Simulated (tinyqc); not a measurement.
Comparisons within one model: heterojunction of two tight-binding chains. A value that a table varies takes the place of the one given here.

Left chain: hopping -t1, sites at 2 t1 (band bottom 0). Right chain: hopping -t2, sites at dE + 2 t2 (bottom dE). t = c/(m a^2), c = hbar^2/2m0. The bond across the interface is -tc with tc = f sqrt(t1 t2), and the last left site has the extra energy U. In a chain E = bottom + 2t (1 - cos(ka)); the surface Green function of a half chain is g = -exp(ika)/t, with Im k > 0 where cos(ka) > 1.

Constants: hbar^2/2m0 = 3.80998211 eV angstrom^2.

Parameters, chosen for this exercise (masses and offset of the size met at GaAs / AlGaAs; not measured data):
- a = 4 angstrom (site spacing)
- m1 = 0.069 m0 (mass on the left)
- m2 = 0.088 m0 (mass on the right)
- dE = 0.21 eV (band offset)
- f = 1 (factor on the interface hopping)
- U = 0 eV (extra energy on the last left site)
- E = 0.267 eV (electron energy)

## Transmission against energy, and which matching rule a chain obeys

Chain A is the junction as given; chain B has tc = sqrt(t1 t2) and U = 0; chain C has tc = t2 and U = t2 - t1, the finite-difference form of -d/dx (c/m) d/dx. Continuum formulas T = 4 x y/(x + y)^2 with parabolic k: x, y = k/m on each side (BenDaniel-Duke) or x, y = k (slope continuous).

T:

| E - dE (eV) | E (eV) | chain A | chain B | chain C | k/m matched | k matched |
|---|---|---|---|---|---|---|
| 0.002 | 0.212 | 0.3541 | 0.3541 | 0.2898 | 0.2917 | 0.3563 |
| 0.005 | 0.215 | 0.4986 | 0.4986 | 0.4168 | 0.4193 | 0.5013 |
| 0.010 | 0.220 | 0.6227 | 0.6227 | 0.5316 | 0.5343 | 0.6256 |
| 0.020 | 0.230 | 0.7468 | 0.7468 | 0.6538 | 0.6567 | 0.7496 |
| 0.050 | 0.260 | 0.8839 | 0.8839 | 0.8032 | 0.8059 | 0.8860 |
| 0.100 | 0.310 | 0.9509 | 0.9509 | 0.8885 | 0.8906 | 0.9523 |
| 0.200 | 0.410 | 0.9854 | 0.9854 | 0.9428 | 0.9444 | 0.9861 |
| 0.400 | 0.610 | 0.9978 | 0.9978 | 0.9716 | 0.9728 | 0.9980 |

What can be read from the table?

Chain C follows the k/m rule within 0.0029 and chain B the plain k rule within 0.0029, while the two rules differ by up to 0.0929: in B the self-energy of the right side is -t1 exp(i k2 a), so only k2 enters, and in C it is -t2 exp(i k2 a), which carries 1/m2. Chain A is chain B here.

## When the interface binds a state

A state below both bands solves E - 2 t1 - U - S1(E) - S2(E) = 0 for E < 0, with S1 = -t1 z1, S2 = -(tc^2/t2) z2 and |z| < 1 the decaying root of z + 1/z = 2 - (E - bottom)/t. Decay lengths -a/ln|z|. The threshold is the U that solves the equation at E = 0. A dash: no bound state.

Interface state:

| U (eV) | E (eV) | decay left (angstrom) | decay right (angstrom) |
|---|---|---|---|
| -0.25 | - | - | - |
| -0.50 | - | - | - |
| -0.75 | - | - | - |
| -0.92 | -0.0018 | 174.3 | 14.3 |
| -1.09 | -0.0143 | 62.2 | 13.9 |
| -1.34 | -0.0471 | 34.2 | 13.0 |
| -1.67 | -0.1092 | 22.5 | 11.7 |
| -2.51 | -0.3398 | 12.8 | 8.9 |

threshold U = -0.8368 eV

How do the results move?

The step pushes the state out, so an attraction must exceed 0.8368 eV to bind; 5 of the 8 rows are bound. At U = -2.51 eV the state decays over 12.8 angstrom to the left and 8.9 to the right, where the band lies higher.

## What each parameter does

T = 4 Im(S1) Im(S2) |G|^2 with G = 1/(E - 2 t1 - U - S1 - S2), S1 = -t1 exp(i k1 a), S2 = -(tc^2/t2) exp(i k2 a). Each row changes one parameter from the base and keeps the others.

Results:

| case | T | k1 a | k2 a |
|---|---|---|---|
| base | 0.8992 | 0.2791 | 0.1453 |
| m1 = 0.0828 m0 | 0.8713 | 0.3059 | 0.1453 |
| m2 = 0.1056 m0 | 0.9240 | 0.2791 | 0.1592 |
| dE = 0.16 eV | 0.9716 | 0.2791 | 0.1992 |
| f = 0.9 | 0.7186 | 0.2791 | 0.1453 |
| U = 0.2 eV | 0.8987 | 0.2791 | 0.1453 |
| a = 3.2 angstrom | 0.9000 | 0.2230 | 0.1162 |

What can be read from the table?

The largest shifts from the base row, up to three for each result and ties (the steps differ in size, so this ranks the rows, not the parameters). T: f -0.1806, dE +0.0724, m1 -0.0279. k1 a: a -0.0561, m1 +0.0268; unchanged at the printed digits by m2, dE, f and U. k2 a: dE +0.0539, a -0.0291, m2 +0.0139; unchanged at the printed digits by m1, f and U.

Run: tinyqc, `OMP_NUM_THREADS=1 python tinyqc.py 1451306 1451307 out.jsonl`; Intel(R) Xeon(R) Processor @ 2.30GHz, one thread, shared host; about 0.01 s of CPU time with all checks.
